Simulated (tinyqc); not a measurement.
States in the gap of a film: thin (001) film in sp3s* tight binding with raised dangling bonds.

Planes alternate anion (a), cation (c) along [001], a/4 apart, starting with an anion; zero in-plane momentum; levels counted from the bulk Ev, the lower root of [[Epa, Vxx], [Vxx, Epc]]; no spin-orbit coupling. Block of s, pz, s*: from an anion to the cation above, Vss/2 (s,s), Vsapc/2 (s,z), -Vscpa/2 (z,s), Vxx/2 (z,z), Vxapc/2 (s*,z), -Vpaxc/2 (z,s*); to the cation below the same with the s-z and s*-z signs reversed. Block of u = (px + py)/sqrt2 and v = (px - py)/sqrt2: to the cation above (Vxx + Vxy)/2 for u and (Vxx - Vxy)/2 for v, to the cation below the reverse. Each surface atom has two dangling sp3 hybrids; raising both by dl adds (dl/2) [[1, t], [t, 1]] to its s, pz levels (t = -1 at the bottom face, +1 at the top) and dl to the one of u, v in whose plane the missing bonds lie (v for a bottom anion or a top cation, u for a top anion).

Inputs chosen for the exercise (out of a larger set: near a published set for GaP, fitted to gaps, whose masses and valley positions are rough; not measured data): p = (-8.087, 1.129, -2.199, 4.101, 8.486, 7.206, -7.488, 2.153, 5.126, 4.28, 6.315, 4.636, 5.1) eV (order Esa, Epa, Esc, Epc, Exa, Exc, Vss, Vxx, Vxy, Vsapc, Vscpa, Vxapc, Vpaxc); Nw = 31 (planes in the thicker film).

edges (eV): Gamma 2.90398, Delta 2.35301

Levels between 0 and the lower bulk edge, the largest weight on the two outer planes of both faces among them, and the nearest levels outside, for several shifts dl.

Film of Nw planes:

| dl (eV) | levels in the gap | at (eV) | surface weight | next above (eV) | next below (eV) |
|---|---|---|---|---|---|
| 0 | 4 | 0.019, 0.088, 1.130, 1.130 | 0.83 | 2.3647 | -0.0394 |
| 1 | 4 | 0.277, 0.300, 1.986, 1.986 | 0.88 | 2.3647 | -0.0383 |
| 2 | 2 | 0.637, 0.644 | 0.63 | 2.3647 | -0.0378 |
| 3 | 2 | 1.071, 1.075 | 0.69 | 2.3647 | -0.0375 |
| 5 | 2 | 1.978, 1.980 | 0.70 | 2.3650 | -0.0372 |
| 10 | 0 | - | - | 2.3645 | -0.0368 |
| 30 | 0 | - | - | 2.3646 | -0.0365 |
| 100 | 0 | - | - | 2.3646 | -0.0364 |

Can the levels of the bare film be read as confined subbands?

No: with bare surfaces (dl = 0) 4 levels lie in the bulk gap, with up to 83 % of the weight on the four outer planes, two a face, where an even spread gives 13 %; these are dangling-bond states, not subbands. The reruns show the bulk gap clear from dl = 10 eV on, and at dl = 30 eV the next level above lies 0.0 meV from its value at 100 eV.

Program tinyqc; command `OMP_NUM_THREADS=1 python tinyqc.py 1481812 1481813 out.jsonl`; about 0.4 s on one thread of a shared Intel(R) Xeon(R) Processor @ 2.30GHz.
